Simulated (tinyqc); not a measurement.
G0W0 on RHF in the sto-6g basis, for BeH2, spin multiplicity 1, step by step. One step of it, computed by the program tinyqc.

Question. G0W0 on Hartree-Fock: HOMO. W(p,q,m) = sqrt2 sum_ia (pq|ia) (X+Y)_ia,m; Sigma_c(x) = sum_(i,m) W^2/(x - e_i + w_m) + sum_(a,m) W^2/(x - e_a - w_m); solve x = e_p + Sigma_c(x) by Newton steps; Z = 1/(1 - dSigma/dx); 1 hartree = 27.211386 eV.

orbital energies (hartree): [-4.594719, -0.441362, -0.403301, 0.209649, 0.209952, 0.413489, 0.820675]

Two-electron integrals over orbitals (pq|rs), unique and non-zero (hartree):
```
(11|11) 2.280701    (21|11) -0.192556   (21|21) 0.025500    (22|11) 0.474371
(22|21) -0.006071   (22|22) 0.387569    (31|31) 0.005603    (32|31) 0.012479
(32|32) 0.163133    (33|11) 0.440916    (33|21) -0.002260   (33|22) 0.400578
(33|33) 0.423639    (41|11) 0.010616    (41|21) -0.001304   (41|22) 0.000825
(41|33) 0.000455    (41|41) 0.016077    (42|11) -0.004823   (42|21) 0.000421
(42|22) 0.002417    (42|33) 0.002560    (42|41) 0.014812    (42|42) 0.047819
(43|31) -0.000034   (43|32) 0.003183    (43|43) 0.013725    (44|11) 0.569898
(44|21) -0.007182   (44|22) 0.361166    (44|33) 0.347040    (44|41) -0.001371
(44|42) -0.006672   (44|44) 0.450347    (51|51) 0.016037    (52|51) 0.014861
(52|52) 0.047808    (53|53) 0.013628    (54|51) -0.000850   (54|52) -0.002242
(54|54) 0.024345    (55|11) 0.570055    (55|21) -0.007166   (55|22) 0.361292
(55|33) 0.347072    (55|41) 0.000323    (55|42) -0.002205   (55|44) 0.401542
(55|55) 0.450117    (61|11) -0.197485   (61|21) 0.026883    (61|22) -0.006599
(61|33) -0.003343   (61|41) -0.000674   (61|42) 0.001005    (61|44) -0.005202
(61|55) -0.005109   (61|61) 0.028552    (62|11) 0.129490    (62|21) -0.006755
(62|22) -0.020272   (62|33) -0.043826   (62|41) 0.000985    (62|42) -0.000945
(62|44) 0.059737    (62|55) 0.060059    (62|61) -0.005391   (62|62) 0.080656
(63|31) -0.001309   (63|32) -0.092911   (63|43) -0.002625   (63|63) 0.083901
(64|11) 0.004017    (64|21) 0.000152    (64|22) 0.000778    (64|33) -0.000784
(64|41) 0.016282    (64|42) 0.046663    (64|44) -0.001470   (64|55) 0.001595
(64|61) 0.000933    (64|62) 0.005337    (64|64) 0.050640    (65|51) 0.016376
(65|52) 0.047035    (65|54) -0.001544   (65|65) 0.050931    (66|11) 0.480796
(66|21) -0.007307   (66|22) 0.388532    (66|33) 0.399012    (66|41) 0.002160
(66|42) 0.006303    (66|44) 0.362701    (66|55) 0.363139    (66|61) -0.007257
(66|62) -0.028903   (66|64) 0.004271    (66|66) 0.404865    (71|31) 0.010605
(71|32) 0.019075    (71|43) -0.000158   (71|63) -0.000677   (71|71) 0.020351
(72|31) 0.004040    (72|32) -0.042983   (72|43) -0.002841   (72|63) 0.062211
(72|71) 0.007802    (72|72) 0.057735    (73|11) 0.145791    (73|21) -0.004344
(73|22) -0.003418   (73|33) -0.019271   (73|41) -0.000071   (73|42) -0.004015
(73|44) 0.064624    (73|55) 0.064644    (73|61) -0.003491   (73|62) 0.076139
(73|64) 0.002162    (73|66) -0.021725   (73|73) 0.085054    (74|31) -0.000655
(74|32) -0.006750   (74|43) 0.013439    (74|63) 0.004040    (74|71) -0.001108
(74|72) 0.001130    (74|74) 0.017036    (75|53) 0.013564    (75|75) 0.016729
(76|31) 0.010548    (76|32) 0.141932    (76|43) 0.003537    (76|63) -0.092158
(76|71) 0.016536    (76|72) -0.052073   (76|74) -0.005836   (76|76) 0.138255
(77|11) 0.563438    (77|21) -0.007816   (77|22) 0.416018    (77|33) 0.433694
(77|41) 0.000273    (77|42) 0.000519    (77|44) 0.385138    (77|55) 0.385043
(77|61) -0.008115   (77|62) -0.027670   (77|64) -0.001651   (77|66) 0.425499
(77|73) -0.004155   (77|77) 0.473297
```

excitation energies w (hartree): [0.639707, 0.639928, 0.740070, 0.740457, 0.936943, 0.953897, 1.395524, 1.418166, 4.836457, 4.836689, 5.065011, 5.455966]

X + Y, order 1>4, 1>5, 1>6, 1>7, 2>4, 2>5, 2>6, 2>7, 3>4, 3>5, 3>6, 3>7:
```
[[0.000000, 0.000000, -0.011685, 0.000000, 0.000000, -0.000824, 0.000000, -0.000055, 0.996650, 0.000000, -0.005686, 0.000000],
 [0.000000, 0.000000, 0.000000, -0.011726, 0.000000, 0.000000, 0.000000, 0.000000, 0.000000, 0.996674, 0.000000, 0.000000],
 [0.000000, 0.000000, -0.000725, 0.000000, 0.000000, 0.002995, 0.000000, 0.003680, 0.005940, 0.000000, 0.994357, 0.000000],
 [0.000082, 0.000000, 0.000000, 0.000000, 0.002113, 0.000000, -0.005505, 0.000000, 0.000000, 0.000000, 0.000000, 0.996271],
 [0.000000, 0.000000, 0.937838, 0.000000, 0.000000, 0.003477, 0.000000, -0.006722, 0.001684, 0.000000, 0.000095, 0.000000],
 [0.000000, 0.000000, 0.000000, 0.937865, 0.000000, 0.000000, 0.000000, 0.000000, 0.000000, 0.001689, 0.000000, 0.000000],
 [0.000000, 0.000000, -0.001165, 0.000000, 0.000000, 0.904204, 0.000000, 0.229898, 0.000145, 0.000000, -0.000752, 0.000000],
 [0.006702, 0.000000, 0.000000, 0.000000, -0.282784, 0.000000, 0.922295, 0.000000, 0.000000, 0.000000, 0.000000, 0.001406],
 [0.978785, 0.000000, 0.000000, 0.000000, -0.008235, 0.000000, -0.004955, 0.000000, 0.000000, 0.000000, 0.000000, -0.000013],
 [0.000000, 0.978936, 0.000000, 0.000000, 0.000000, 0.000000, 0.000000, 0.000000, 0.000000, 0.000000, 0.000000, 0.000000],
 [0.013217, 0.000000, 0.000000, 0.000000, 0.905492, 0.000000, 0.186356, 0.000000, 0.000000, 0.000000, 0.000000, -0.000067],
 [0.000000, 0.000000, 0.013791, 0.000000, 0.000000, -0.335392, 0.000000, 0.887303, -0.000020, 0.000000, -0.000728, 0.000000]]
```

Give: The 12 largest terms at x = e_p; Newton steps; quasiparticle energy of the HOMO; Hartree-Fock value.

Answer.

The 12 largest terms at x = e_p (hartree; W for the signs of X + Y given):
```
q   m        W       term
2   5  -0.1018     0.0106
7   8   0.1315    -0.0065
6   7   0.1033    -0.0048
2   7  -0.0807     0.0045
6   5   0.0826    -0.0039
3   6  -0.0469     0.0023
7   6   0.0570    -0.0015
3   8  -0.0385     0.0010
4   1   0.0189  -2.86e-04
5   2   0.0189  -2.84e-04
2  12   0.0268   1.31e-04
1  12   0.0150   2.32e-05
```

Newton steps (hartree):
```
step        x  Sigma_c(x)       Z
0     -0.4033      0.0014  0.9753
1     -0.4020      0.0013  0.9754
2     -0.4020      0.0013  0.9754
```

quasiparticle energy of the HOMO = -10.9383 eV

Hartree-Fock value = -10.9744 eV
